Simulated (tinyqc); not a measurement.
Comparisons within one model: deformation-potential model of the Delta valleys of a conduction band. A value that a table varies takes the place of the one given here.

Valleys with axes along x, y and z, each a pair at +k and -k. Herring-Vogt shift of a valley with unit axis a: dE = Xd tr(e) + Xu a.e.a. Non-degenerate shares n_i = exp(-dE_i/kT)/sum_j exp(-dE_j/kT). Inverse mass tensor of a valley: (1 - a a)/mt + a a/ml; the masses are taken as independent of strain.

s11 = (C11 + C12)/((C11 - C12)(C11 + 2 C12)), s12 = -C12/((C11 - C12)(C11 + 2 C12)), s44 = 1/C44; exx = s11 sxx + s12 (syy + szz) and cyclic, exy = s44 sxy/2; tension is positive. A uniaxial stress X along the unit vector n is s_ij = X n_i n_j.

Constants: kB = 8.617333262e-05 eV/K.

Inputs chosen for the exercise (near those of Si; not measured data): ml = 0.905 m0 (longitudinal mass); mt = 0.192 m0 (transverse mass); Xd = 1.08 eV (dilation potential); Xu = 8.86 eV (uniaxial potential); C11 = 161.9 GPa; C12 = 63.8 GPa; C44 = 79.9 GPa; load = uniaxial [100] (kind of stress); T = 200 K (temperature); X1 = 0.4 GPa (size of the stress); X = 1.35 GPa (stress).

## Sweep of a uniaxial [100] stress

m_c = 1/(u.M.u) along [001] with M = sum_i n_i (inverse mass tensor); gain against zero stress at a fixed scattering time.

Results:
```
X (GPa)  spread (meV)  lowest edge (meV)    n x    n y    n z  m_c (m0)  gain (%)
-2.00           180.6             -148.3  1.000  0.000  0.000    0.1920      35.6
-1.00            90.3              -74.1  0.990  0.005  0.005    0.1928      35.1
-0.40            36.1              -29.7  0.803  0.099  0.099    0.2082      25.1
0.00              0.0                0.0  0.333  0.333  0.333    0.2604       0.0
0.40             36.1               -6.5  0.058  0.471  0.471    0.3053     -14.7
1.00             90.3              -16.2  0.003  0.499  0.499    0.3162     -17.7
2.00            180.6              -32.3  0.000  0.500  0.500    0.3168     -17.8
```

What does this show, and why?

Along [001] the gain is +35.6 % at -2.00 GPa and -17.8 % at 2.00 GPa. The slope at zero stress (from +/- 0.001 GPa), -62.2 % per GPa, carried to the ends would give +124 and -124 %; the response falls behind at both ends, as it saturates once the spread passes a few kT (kT = 17.2 meV, spread up to 181 meV).

## Gain for each load and current direction

Each load has the size X1. Gain m_c(0)/m_c - 1 in per cent from repopulation alone, m_c = 1/(u.M.u), M = sum_i n_i (inverse mass tensor); biaxial means sxx = syy.

Gain (%); + is tension, - compression:
```
load                [100]  [010]  [001]  [110]  [1-10]  [111]
uniaxial [110] (+)   13.6   13.6  -27.2   13.6    13.6    0.0
uniaxial [110] (-)   -9.8   -9.8   19.7   -9.8    -9.8    0.0
uniaxial [100] (+)   29.4  -14.7  -14.7    7.4     7.4    0.0
uniaxial [100] (-)  -50.1   25.1   25.1  -12.5   -12.5    0.0
uniaxial [111] (+)    0.0    0.0    0.0    0.0     0.0    0.0
uniaxial [111] (-)    0.0    0.0    0.0    0.0     0.0    0.0
biaxial (001) (+)    25.1   25.1  -50.1   25.1    25.1    0.0
biaxial (001) (-)   -14.7  -14.7   29.4  -14.7   -14.7    0.0
```

How do the results move?

The largest gain is +29.4 %, for uniaxial [100] (+) with the current along [100] and biaxial (001) (-) with the current along [001]; for a [110] channel it is +25.1 %, under biaxial (001) (+). No gain or loss appears under uniaxial [111]: the valleys stay equivalent (in real silicon shear also changes the masses, which this model leaves out).

## Temperature and repopulation

The load is fixed; m_c along [001] as 1/(u.M.u).

Results:
```
T (K)  kT (meV)    n x    n y    n z  m_c (m0)
50         4.31  0.000  0.500  0.500    0.3168
77         6.64  0.000  0.500  0.500    0.3168
150       12.93  0.000  0.500  0.500    0.3168
225       19.39  0.001  0.500  0.500    0.3166
300       25.85  0.004  0.498  0.498    0.3159
400       34.47  0.014  0.493  0.493    0.3139
500       43.09  0.029  0.486  0.486    0.3110
```

What does this show, and why?

The largest share falls from 0.500 at 50 K to 0.486 at 500 K (equal shares: 0.333); m_c goes from 0.3168 to 0.3110, against 0.2604 without stress. Only spread/kT enters, so the small-stress response goes as 1/T.

## What each parameter does

Spread of the valley edges, lowest edge, largest share and m_c along [001]. Each row changes one parameter from the base and keeps the others.

Results:
```
case              spread (meV)  lowest edge (meV)  largest share  m_c (m0)
base                    121.93             -21.83         0.4998    0.3167
ml = 1.086 m0           121.93             -21.83         0.4998    0.3262
mt = 0.23 m0            121.93             -21.83         0.4998    0.3667
Xd = 1.296 eV           121.93             -20.83         0.4998    0.3167
Xu = 7.088 eV            97.54             -16.46         0.4991    0.3164
C11 = 194.28 GPa         91.67             -13.64         0.4988    0.3163
C12 = 51.04 GPa         107.89             -15.34         0.4995    0.3166
C44 = 63.92 GPa         121.93             -21.83         0.4998    0.3167
X = 1.62 GPa            146.31             -26.20         0.4999    0.3168
T = 160 K               121.93             -21.83         0.5000    0.3168
```

What does this show?

The largest shifts from the base row, up to three for each result and ties (the steps differ in size, so this ranks the rows, not the parameters). spread (meV): C11 -30.26, Xu -24.39, X +24.39; unchanged at the printed digits by ml, mt, Xd, C44 and T. lowest edge (meV): C11 +8.19, C12 +6.50, Xu +5.37; unchanged at the printed digits by ml, mt, C44 and T. largest share: C11 -0.0010, Xu -0.0007, C12 -0.0003; unchanged at the printed digits by ml, mt, Xd and C44. m_c (m0): mt +0.0500, ml +0.0095, C11 -0.0004; unchanged at the printed digits by Xd and C44. Xd moves all valleys together, so it shifts the edge and nothing else.

tinyqc: `OMP_NUM_THREADS=1 python tinyqc.py 1050377 1050378 out.jsonl`; about 0.03 s, one thread, shared Intel(R) Xeon(R) Processor @ 2.30GHz.
